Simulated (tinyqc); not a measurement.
Changing the oxide field F: bias-temperature instability from a Gaussian distribution of capture and emission barriers. Computed by tinyqc, a small Python program. Command: `OMP_NUM_THREADS=1 python tinyqc.py 3019134 3019135 out.jsonl bti sweep`. One thread of a shared host (Intel(R) Xeon(R) Processor @ 2.30GHz), about 0.02 s of CPU time with the checks.

Each trap has a capture time tau_0 exp(E_c/(k_B T)) under stress and an emission time tau_0 exp(E_e/(k_B T)) after it. E_c is Gaussian, and E_e = E_c + d with d Gaussian and independent. A trap counts as filled once t_s exceeds its capture time and as emptied once t_r exceeds its emission time.

Inputs (values chosen for the exercise, for a model p-channel transistor):

| quantity | value | unit |
|---|---|---|
| shift with all traps filled V_max | 130 | mV |
| mean capture barrier at zero field mu_c | 1.95 | eV |
| spread of capture barriers sigma_c | 0.29 | eV |
| lowering of mu_c per field k_F | 0.069 | eV/(MV/cm) |
| time constant tau_0 | 1e-09 | s |
| temperature T | 125 | C |
| stress time t_s | 500 | s |
| failure criterion | 50 | mV |

Constants: k_B = 8.617333262e-05 eV/K.

Method:
- Demarcation energies E_s = k_B T ln(t_s/tau_0), E_r = k_B T ln(t_r/tau_0); mean barrier mu = mu_c - k_F F; z = (E_s - mu)/sigma_c; Phi is the standard normal distribution.
- Temperatures in kelvin are T(C) + 273.15.
- Shift without recovery dV0 = V_max Phi(z); local time exponent n = d ln dV0/d ln t_s = (k_B T/sigma_c) exp(-z^2/2)/(sqrt(2 pi) Phi(z)); apparent activation energy n E_s.
- Solve V_max Phi(z) = criterion for t_s; the power-law extrapolation from the stress point is t_s (criterion/dV0)^(1/n); 1 year = 3.15576e7 s.

One run for each value:

| oxide field F (MV/cm) | shift without recovery dV0 (mV) | time exponent n | log10 of the lifetime in s | z |
|---|---|---|---|---|
| 3 | 0.31 | 0.3691 | 11.99 | -2.823 |
| 4 | 0.63 | 0.3432 | 11.11 | -2.585 |
| 5 | 1.23 | 0.3176 | 10.24 | -2.347 |
| 6 | 2.27 | 0.2923 | 9.37 | -2.110 |
| 7 | 3.98 | 0.2674 | 8.49 | -1.872 |
| 8 | 6.65 | 0.2429 | 7.62 | -1.634 |
| 10 | 16.05 | 0.1956 | 5.87 | -1.158 |

Give the missing row, oxide field F (MV/cm) = 9.

Computed row:
```
oxide field F (MV/cm)  shift without recovery dV0 (mV)  time exponent n  log10 of the lifetime in s       z
9                                                10.58           0.2189                        6.75  -1.396
```

Interpolating between the two neighbouring rows (linearly) misses most in shift without recovery dV0 (mV), by 7.3 %. Over the rows, shift without recovery dV0 (mV) rises from 0.309 to 16.1 (exponent d ln y / d ln x 2.5 between the first rows and 4.0 between the last); time exponent n falls from 0.369 to 0.196 (exponent d ln y / d ln x -0.25 between the first rows and -1.1 between the last); log10 of the lifetime in s falls from 12.0 to 5.87. The lifetime is exactly exponential in the field, 0.87 decades per MV/cm; the shift at fixed time follows the Gaussian tail and grows ever more slowly on a logarithmic scale.
